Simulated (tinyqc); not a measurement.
Keating valence-force model of a tetrahedral crystal. Changing the temperature T. Computed by tinyqc, a small Python program. Command: `OMP_NUM_THREADS=1 python tinyqc.py 3005741 3005742 out.jsonl keating sweep`. One thread of a shared host (Intel(R) Xeon(R) Processor @ 2.30GHz), about 0.2 s of CPU time with the checks.

Atom A sits at 0 and atom B at a/4 (1,1,1) of an fcc lattice; the four bonds from A are t = a/4 (1,1,1), a/4 (1,-1,-1), a/4 (-1,1,-1), a/4 (-1,-1,1), of length d = sqrt(3) a/4. Energy: E = (3 alpha/(8 d^2)) sum over bonds (r.r - d^2)^2 + (3 beta/(8 d^2)) sum over pairs of bonds at one atom (r_i.r_j + d^2/3)^2, with beta_A for the six pairs at A and beta_B for the six at B. The cell holds two atoms, Omega = a^3/4. 1 N/m = 1 J/m^2. With constants fitted to the elastic moduli this model puts optical and zone-boundary frequencies of real crystals too high, by up to about 20 % in elemental crystals and up to about 50 % in compounds, and mostly by more for TA modes; in compounds the lattice part of the static dielectric constant then comes out too low.

Inputs (values chosen for the exercise, modelled on aluminium arsenide):
```
quantity,value,unit
mass M_A,26.98,u
mass M_B,74.92,u
bond stretching alpha,43.2,N/m
bond bending beta_A,10.7,N/m
bond bending beta_B,8.54,N/m
mesh divisions n,8,-
```

Structure: zinc blende.

Constants: nu for 1 eV/(angstrom^2 u) = 15.6333042 THz; 1 eV/angstrom^2 = 16.02176634 J/m^2; h x 1 THz = 4.135667696 meV; k_B = 8.617333262e-05 eV/K.

Method:
- With displacements u exp(i q.r), each bracket changes by g.u, where g = (g_A, g_B): bond t, g = (-2 t, 2 t exp(i q.t)); pair (i, j) at A, g = (-(t_i + t_j), t_i exp(i q.t_j) + t_j exp(i q.t_i)); pair at B, g = (-t_i exp(-i q.t_j) - t_j exp(-i q.t_i), t_i + t_j). Then D_mn = sum over the 4 bonds and 12 pairs of (4 k/a^2) conj(g_m) g_n / sqrt(M_m M_n), with k = alpha or beta converted to eV/angstrom^2. Only the short-range forces enter; the Coulomb field of the charges is left out.
- An eigenvalue lambda of D in eV/(angstrom^2 u) gives nu = 15.6333042 THz x sqrt(lambda).
- Mesh: q = sum_i (m_i + 1/2)/n b_i, m_i = 0..n-1, with b = [[-1, 1, 1], [1, -1, 1], [1, 1, -1]] in 2 pi/a; sums over the six modes are averaged over the n^3 points and halved, per atom.
- With x = h nu/(k_B T) and n = 1/(exp(x) - 1) for each mode: F = k_B T [x/2 + ln(1 - exp(-x))], U = k_B T x (n + 1/2), S/k_B = x n - ln(1 - exp(-x)), C/k_B = x^2 n (n + 1).
- The acoustic share counts the three lowest modes at each q; zero-point energy = sum h nu/2.

One run for each value:
```
temperature T (K),heat capacity C (k_B/atom),acoustic share of C,entropy S (k_B/atom),free energy F (meV/atom)
60,0.588,0.9842,0.262,51.4
84,0.944,0.9224,0.518,50.6
120,1.411,0.7979,0.935,48.4
170,1.910,0.6770,1.514,43.1
230,2.287,0.6038,2.151,33.6
330,2.607,0.5524,3.039,11.1
460,2.785,0.5274,3.937,-28.2
900,2.941,0.5072,5.869,-217.8
```

Give the missing row, temperature T (K) = 640.

Computed row:
```
temperature T (K)  heat capacity C (k_B/atom)  acoustic share of C  entropy S (k_B/atom)  free energy F (meV/atom)
640                                     2.885               0.5143                 4.875                     -96.9
```

Interpolating between the two neighbouring rows (the first column on a logarithmic scale, the others too where they are positive) misses most in free energy F (meV/atom), by 25 %. Over the rows, heat capacity C (k_B/atom) rises from 0.588 to 2.94 (exponent d ln y / d ln x 1.4 between the first rows and 0.056 between the last); acoustic share of C falls from 0.984 to 0.507 (exponent d ln y / d ln x -0.19 between the first rows and -0.040 between the last); entropy S (k_B/atom) rises from 0.262 to 5.87 (exponent d ln y / d ln x 2.0 between the first rows and 0.54 between the last). The acoustic share tends to one half in the classical limit; here it ends at 0.507.

Extremes, crossings and ranges named in words are read from the listed rows.
